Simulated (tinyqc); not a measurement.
Kane-Mele model of a buckled honeycomb layer in a normal field: sweeps and comparisons. A value that a table varies takes the place of the one given here.

Sublattices A and B lie at +/-b, so the field gives them the energies +/-D, D = e b Ez (in eV for b in angstrom and Ez in V/angstrom); 2 lam is the gap at zero field. Near the valleys tau = +/-1, for spin sz = +/-1: H = hbar v (tau qx sx + qy sy) + m sz_AB with m = D - tau sz lam, hbar v = (sqrt3/2) a t. On the lattice the spin-orbit term is the second-neighbour hopping i (lam/3 sqrt3) nu sz, nu = +/-1 by the sense of the turn. The filled band of one cone contributes tau sign(m)/2 to the Chern number, in the sense Omega = curl of i<u|grad u>. Rashba terms are left out.

Zigzag ribbon of N chains, sites A1, B1, A2, ...; k in 1/a. Bonds -2t cos(k/2) (A_n to B_n) and -t (B_n to A_(n+1)); diagonal +/-(D + 2 l2 sz sin k) on A and B; A_n to A_(n+1): -2 l2 sz sin(k/2), B_n to B_(n+1): the opposite; l2 = lam/(3 sqrt3).

Constants: kB = 8.617333262e-05 eV/K; hbar^2/2m0 = 3.80998211 eV angstrom^2.

Parameters, chosen for this exercise (of the size used for germanene; shifted at random, so the results belong to these values and not to a real crystal):
```
symbol  value  unit        meaning
a       4.04   angstrom    lattice constant
t       1.41   eV          hopping
lam     0.031  eV          spin-orbit half gap
b       0.34   angstrom    half the buckling height
Ez      0.062  V/angstrom  normal field at the atoms, after screening; 0.01 is 1 MV/cm, and gates reach some 0.05
N       24                 chains
```

## Edge bands of a zigzag ribbon

The two middle levels for each spin, and the weight of the upper one on the half of the ribbon that holds A1.

Middle levels (meV):
```
k/pi  up, lower  up, upper  up, weight  down, lower  down, upper  down, weight
0.6    -299.223    299.223        0.53     -294.915      294.915          0.49
0.7     -55.955     55.955        0.89      -26.452       26.452          0.37
0.8     -42.115     42.115        1.00       -0.041        0.041          0.99
0.9     -32.137     32.137        1.00      -10.017       10.017          1.00
1.0     -21.077     21.077        1.00      -21.077       21.077          1.00
1.1     -10.017     10.017        1.00      -32.137       32.137          1.00
1.2      -0.041      0.041        0.99      -42.115       42.115          1.00
1.3     -26.452     26.452        0.37      -55.955       55.955          0.89
1.4    -294.915    294.915        0.49     -299.223      299.223          0.53
```

From k/pi = 0.8 to 1.2 the upper level stays on one edge and the spacing of the pair is at least 0.08 meV. D < lam, so the edge bands must cross; with D this close to lam the crossing of one spin has moved beyond k/pi = 1.2, towards the valley at 4/3 (that of the other mirrors it, towards 2/3), where these rows do not resolve it. At k = pi the levels are -21.077 and 21.077 meV, with D = 21.080 meV and lam = 31 meV.

## Closing and reopening the gap

Ez = f lam/b. Gap 2 |D - lam|, second gap 2 (D + lam), Z2 index, and the temperature at which kB T equals the gap.

Against field:
```
f     Ez (V/angstrom)  gap (meV)  second gap (meV)  Z2  gap/kB (K)
0.00                0     62.000            62.000   1       719.5
0.25           0.0228     46.500            77.500   1       539.6
0.50           0.0456     31.000            93.000   1       359.7
0.75           0.0684     15.500           108.500   1       179.9
0.90           0.0821      6.200           117.800   1        71.9
1.10            0.100      6.200           130.200   0        71.9
1.50            0.137     31.000           155.000   0       359.7
2.00            0.182     62.000           186.000   0       719.5
3.00            0.274    124.000           248.000   0      1439.0
```

The gap closes at Ez = 0.09118 V/angstrom, 9.12 MV/cm at the atoms (the applied field must be larger by the screening), and is back at its zero-field size at twice that. At zero field it is 62.0 meV, above kB T at 300 K (25.9 meV).

## What each parameter does

Smaller and larger gap, hbar v, and the mass 2c|m|/(hbar v)^2 at the smaller gap, c = hbar^2/2m0. Each row changes one parameter from the base and keeps the others.

Results:
```
case                    smaller gap (meV)  larger gap (meV)  hbar v (eV angstrom)  mass (m0)
base                               19.840           104.160                4.9332    0.00311
a = 4.444 angstrom                 19.840           104.160                5.4265    0.00257
t = 1.551 eV                       19.840           104.160                5.4265    0.00257
lam = 0.0341 eV                    26.040           110.360                4.9332    0.00408
Ez = 0.0682 V/angstrom             15.624           108.376                4.9332    0.00245
```

The largest shifts from the base row, up to three for each result and ties (the steps differ in size, so this ranks the rows, not the parameters). smaller gap (meV): lam +6.200, Ez -4.216; unchanged at the printed digits by a and t. larger gap (meV): lam +6.200, Ez +4.216; unchanged at the printed digits by a and t. hbar v (eV angstrom): t +0.4933, a +0.4933; unchanged at the printed digits by lam and Ez. mass (m0): lam +0.00097, Ez -0.00066, t -0.00054, a -0.00054.

Program tinyqc; command `OMP_NUM_THREADS=1 python tinyqc.py 1450222 1450223 out.jsonl`; about 0.02 s on one thread of a shared Intel(R) Xeon(R) Processor @ 2.30GHz.
